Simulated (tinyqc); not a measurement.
CMOS inverter, nodal equation and switching: one step of the calculation.

An n-channel pull-down (bn, VTn) and a p-channel pull-up (bp, VTp) share the input Vin and the output node Vout, which carries the load C. Transistor (EKV form, voltages against the body): I = 2 n b Vt^2 [F(vp - Vs) - F(vp - Vd)] from drain to source, F(v) = ln^2(1 + exp(v/(2 Vt))), vp = (Vg - VT + sg |Vd - Vs|)/n. n-channel bodies are at 0; for the p-channel device all voltages are counted down from Vdd. b in uA/V^2 gives I in uA. Static: In = Ip. Transient: C dVout/dt = Ip - In. No velocity saturation, no gate capacitance beyond C.

Problem. Switching point and noise margins. VM solves In = Ip with Vin = Vout. VIL and VIH are the inputs at which the gain is -1; NML = VIL - Vout(VIH), NMH = Vout(VIL) - VIH.

Values chosen for this exercise: temperature T = 293 K; supply voltage Vdd = 0.8 V; slope factor n = 1.31; drain-induced barrier lowering sg = 0.051; n-channel threshold VTn = 0.34 V; p-channel threshold (magnitude) VTp = 0.35 V; gain factor of the pull-down transistor bn = 840 uA/V^2; gain factor of the pull-up transistor bp = 250 uA/V^2.

Constants: q = 1.602176634e-19 C, kB = 1.380649e-23 J/K, Vt = kB T/q. Results are converted to the units shown.

Give: VM; gain at VM; VIL; VIH; NML; NMH.

Solution.

VM = 0.35967 V
gain at VM = -19.607
VIL = 0.31086 V
VIH = 0.39906 V
NML = 0.28379 V
NMH = 0.37130 V

VM lies 40 mV below Vdd/2, and the high margin is the larger one. With both transistors saturated the size of the gain tends to 1/sg = 19.6; here it is within 0.01 % of that.

Numbers from tinyqc (`OMP_NUM_THREADS=1 python tinyqc.py 2340102 2340103 out.jsonl`; about 0.06 s on one thread of a shared Intel Xeon 2.30GHz).
